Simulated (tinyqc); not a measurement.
Piezoresistors in the (001) plane of a cubic crystal: one step of the calculation.

Plane stress in crystal axes x = [100], y = [010]. First-order piezoresistance: d rho_xx/rho = p11 sxx + p12 syy, d rho_yy/rho = p12 sxx + p11 syy, d rho_xy/rho = p44 sxy; a resistor along d = (cos th, sin th) changes by dR/R = d.(d rho/rho).d. Changes of geometry and second-order terms are left out.

Question. Resistors at th and th + 90 degrees, and the bridge. dR/R = d.(d rho/rho).d. A full bridge with two resistors of each kind in opposite arms gives Vout = Vb (a - b)/(2 + a + b), a and b the two dR/R.

Values chosen for this exercise:
- th = 30 deg (angle of the current from [100])
- Vb = 3.3 V (bridge supply)

d rho/rho (%):
```
           x           y
x  19.733200    0.324300
y   0.324300  -22.353200
```

Wanted: dR/R at th; dR/R at th + 90; Vout.

Answer.

dR/R at th = 9.4925 %
dR/R at th + 90 = -12.112 %
Vout = 361.21 mV

Numbers from tinyqc (`OMP_NUM_THREADS=1 python tinyqc.py 2530001 2530002 out.jsonl`; about 0.01 s on one thread of a shared Intel Xeon 2.30GHz).
